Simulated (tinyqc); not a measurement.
Plane-wave Kohn-Sham cycle with exchange-only LDA in a layered model solid, step by step. One step of it, computed by the program tinyqc.

Question. Iteration 2: Hamiltonian at one k. H(m,m') = (k + G_m)^2/2 delta + V(G_m - G_m'), with V(-G) = V(G).

A solid whose potential varies along x alone (atomic units):
```
parameter                      value
period a                    7.400000
cross-section of the cell  11.000000
electrons per cell                 2
grid points                       16
plane waves -n..n, n               2
k points                           3
V1 in V1 cos(2 pi x/a)     -0.380000
```

V(G_m), m = 0, 1, 2, ... (hartree): [-0.285995, -0.168310, 0.000366, -0.000061, 0.000008]

k = 0.000000 2 pi / a

Give: H.

Answer.

H (hartree), order -2, -1, +0, +1, +2:
```
[[1.156, -0.168, 0.000, 0.000, 0.000],
 [-0.168, 0.074, -0.168, 0.000, 0.000],
 [0.000, -0.168, -0.286, -0.168, 0.000],
 [0.000, 0.000, -0.168, 0.074, -0.168],
 [0.000, 0.000, 0.000, -0.168, 1.156]]
```
